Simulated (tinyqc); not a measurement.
Etch lag against aspect ratio: ion-assisted plasma etching: sheath, surface coverage, synergy and aspect-ratio dependence. Computed by tinyqc, a small Python program. Command: `OMP_NUM_THREADS=1 python tinyqc.py 3030785 3030786 out.jsonl etch walk`. One thread of a shared host (Intel(R) Xeon(R) Processor @ 2.30GHz), about 0.07 s of CPU time with the checks.

Radicals adsorb on bare sites; ions remove covered sites with a high yield and bare sites by sputtering; a slow spontaneous reaction acts everywhere, walls included.

Inputs (values chosen for the exercise, close to those used for silicon dioxide in a fluorocarbon plasma):
```
quantity                                value       unit
plasma density n_e                    1.1e+11     1/cm^3
electron temperature T_e                  4.5         eV
ion mass M_i                               40          u
sheath voltage V                          630          V
radical density n                     3.1e+13     1/cm^3
radical mass M_n                           50          u
gas temperature T_g                       400          K
sticking coefficient s                    0.5          -
radicals per removed unit x                 3          -
yield slope b                             0.3  eV^(-1/2)
threshold E_th                             26         eV
sputter slope b_p                       0.012  eV^(-1/2)
sputter threshold E_p                      29         eV
spontaneous reaction probability k_c  3.3e-05          -
solid density N                       2.2e+22     1/cm^3
ion temperature T_i                      0.71         eV
```

Feature: round hole.

Constants: e = 1.602176634e-19 C; u = 1.6605390666e-27 kg; k_B = 1.380649e-23 J/K; eps_0 = 8.8541878128e-12 F/m.

Method:
- Bohm speed u_B = sqrt(e T_e/M_i); ion flux G_i = 0.61 n_e u_B; radical flux G_n = n c/4 with c = sqrt(8 k_B T_g/(pi M_n)).
- Debye length lambda_D = sqrt(eps_0 T_e/(e n_s)) with n_s = 0.61 n_e, T_e in volts; Child-law sheath d = (sqrt2/3) lambda_D (2 V/T_e)^(3/4); ion energy E = V + T_e/2; angular spread = arctan(sqrt(T_i/E)).
- Yields: Y = b (sqrt(E) - sqrt(E_th)) on covered sites, Y_p = b_p (sqrt(E) - sqrt(E_p)) on bare ones (zero below threshold).
- Steady coverage: s G_n (1 - theta) = x Y G_i theta; removal flux = Y G_i theta + Y_p G_i (1 - theta) + k_c G_n; rate = flux/N, 1 cm/s = 6e8 nm/min.
- Lateral rate = k_c G_n/N; anisotropy = 1 - lateral/vertical; synergy = vertical/(ions alone + radicals alone), with ions alone Y_p G_i/N and radicals alone the lateral rate.
- Transmission of a round hole: K = 1/(1 + 3A/4), walls that scatter diffusely without loss. With a loss probability S = s (1 - theta) at the floor, G_b/G_n = K/(K + S - K S); theta follows G_b, and the two are solved together. Ions are taken to reach the floor unshadowed; G_b replaces G_n in every term of the rate; A is depth over diameter.

yield Y = 6.01367

sputter yield Y_p = 0.237113

ion flux G_i = 2.21070e+16 1/(cm^2 s)

radical flux G_n = 3.18958e+17 1/(cm^2 s)

vertical rate = 1138.09 nm/min

coverage theta = 0.285646

Floor of the feature:
```
A            K  G_b/G_n    theta  rate (nm/min)  relative rate
0.5    0.72727  0.87814  0.25988         1048.3        0.92113
1.0    0.57143  0.77757  0.23718          969.2        0.85163
2.0    0.40000  0.62498  0.19994          839.5        0.73763
5.0    0.21053  0.38061  0.13209          603.1        0.52994
10.0   0.11765  0.22522  0.08262          430.8        0.37849
20.0   0.06250  0.12271  0.04677          305.9        0.26878
50.0   0.02597  0.05162  0.02023          213.4        0.18752
100.0  0.01316  0.02624  0.01038          179.1        0.15740
```

K falls by a factor 55.3 over the rows and the rate by 5.85. Among these rows the rate stays within 10 % of the open-field value up to A = 0.5, with an open-field coverage below one half; sputtering, which needs no radicals, carries much of the rate in the last rows. Caution: rows with A above about 1/(2 tan(ion spread)) or 1/sqrt(k_c), often 10 to 30, are formal: ion shadowing, radical loss on the walls, redeposition of sputtered material and, in fluorocarbon plasmas, polymer growth are left out and add to the lag.
